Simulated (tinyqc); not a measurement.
On-chip interconnect, size-dependent resistivity and RC delay: one step of the calculation.

A rectangular line between two neighbours and two ground planes. Surface and grain-boundary scattering are added to the bulk resistivity as corrections; capacitances are parallel-plate values without fringing; inductance is ignored.

Problem. Node voltages after a time step. A 1 V step is applied behind Rd at t = 0. C dv/dt = -G v + b, with G the conductance matrix of the ladder (1/Rs between neighbours, 1/Rd added at node 0) and b = (1 V/Rd, 0, ...). Backward Euler step: (C/dt + G) v(new) = (C/dt) v + b.

Values chosen for this exercise: driver resistance Rd = 3100 ohm; time step dt = 2.9 ps.

Rs = 226.28415 ohm

| node | C (fF) | v at t = 0 (V) |
|---|---|---|
| 0 | 0.28191734 | 0 |
| 1 | 0.56383468 | 0 |
| 2 | 0.56383468 | 0 |
| 3 | 0.56383468 | 0 |
| 4 | 0.56383468 | 0 |
| 5 | 0.74191734 | 0 |

Wanted: v at t = 1 dt.

Solution.

| node | v at t = 1 dt (V) |
|---|---|
| 0 | 0.29198 |
| 1 | 0.24672 |
| 2 | 0.21232 |
| 3 | 0.18726 |
| 4 | 0.17043 |
| 5 | 0.16110 |

Computed by the program tinyqc: `OMP_NUM_THREADS=1 python tinyqc.py 2100163 2100164 out.jsonl`, one thread of a shared Intel Xeon 2.30GHz, about 0.01 s for the whole run.
